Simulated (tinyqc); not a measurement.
Changing the film thickness t: the 3-omega method: a line heater on a substrate with a thin film. Computed by tinyqc, a small Python program. Command: `OMP_NUM_THREADS=1 python tinyqc.py 3007623 3007624 out.jsonl threeomega sweep`. One thread of a shared host (Intel(R) Xeon(R) Processor @ 2.30GHz), about 0.01 s of CPU time with the checks.

A current at angular frequency omega = 2 pi f heats the line at 2 omega with the amplitude P per length; the temperature swing Delta T at 2 omega gives a voltage at 3 omega. The substrate is taken as semi-infinite and isotropic, and the heat capacity of heater and film is left out.

Inputs (values chosen for the exercise, modelled on hafnia on gallium nitride): substrate conductivity kappa = 184 W/(m K); substrate heat capacity C = 3.03 1e6 J/(m^3 K); heater half-width b = 4.3 micrometre; power amplitude per length P = 24 W/m; current frequency f = 2200 Hz; film conductivity kappa_f = 1.1 W/(m K); interface resistance R_i = 23 m^2 K/GW; substrate thickness d_s = 500 micrometre; temperature coefficient of resistance beta = 3.6 1e-3/K; voltage amplitude V_1 = 0.68 V.

Method:
- D = kappa/C; q = sqrt(2 i omega/D); penetration depth 1/|q| = sqrt(D/(2 omega)).
- Delta T_s = (P/(pi kappa)) int_0^infinity (sin x/x)^2 / sqrt(x^2 + (q b)^2) dx with (q b)^2 = i |q b|^2, averaged over the heater width (12 Gauss-Legendre points on each of the pieces 0, 14 log-spaced edges from 1e-5 to 1, and multiples of pi to 40 pi; the tail adds 1/(4 (40 pi)^2)).
- For |q| b much below 1: Delta T_s = (P/(pi kappa)) [-ln(|q| b) + eta - i pi/4], eta = 3/2 - C_E = 0.92278, with Euler's C_E = 0.5772157.
- One-dimensional flow across the film: Delta T_f = P (t/kappa_f + R_i)/(2 b); total in-phase swing Delta T = Delta T_s + Delta T_f; third-harmonic amplitude V_3 = V_1 beta |Delta T|/2 with the out-of-phase part included; the apparent film conductivity is t/(t/kappa_f + R_i).

One run for each value:
```
film thickness t (nm)  apparent film conductivity (W/(m K))  Delta T_f (K)  film share of the in-phase swing
10                                                    0.312          0.090                            0.3944
19                                                    0.472          0.112                            0.4497
73                                                    0.817          0.249                            0.6445
140                                                   0.932          0.419                            0.7530
270                                                   1.006          0.749                            0.8449
530                                                   1.050          1.409                            0.9111
1000                                                  1.073          2.601                            0.9498
2000                                                  1.086          5.138                            0.9739
```

Give the missing row, film thickness t (nm) = 38.

Computed row:
```
film thickness t (nm)  apparent film conductivity (W/(m K))  Delta T_f (K)  film share of the in-phase swing
38                                                    0.660          0.161                            0.5387
```

Interpolating between the two neighbouring rows (the first column on a logarithmic scale, the others too where they are positive) misses most in Delta T_f (K), by 5.5 %. Over the rows, apparent film conductivity (W/(m K)) rises from 0.312 to 1.09 (exponent d ln y / d ln x 0.65 between the first rows and 0.018 between the last); Delta T_f (K) rises from 0.0896 to 5.14 (exponent d ln y / d ln x 0.35 between the first rows and 0.98 between the last); film share of the in-phase swing rises from 0.394 to 0.974 (exponent d ln y / d ln x 0.20 between the first rows and 0.036 between the last). The film resistance t/kappa_f + R_i is a straight line in t: its slope gives kappa_f = 1.1 W/(m K) and its intercept R_i; the two terms are equal at t = 25.3 nm.

Caution (rows 2000): the film is not thin against the heater width, so heat spreads sideways in it and the one-dimensional step fails.
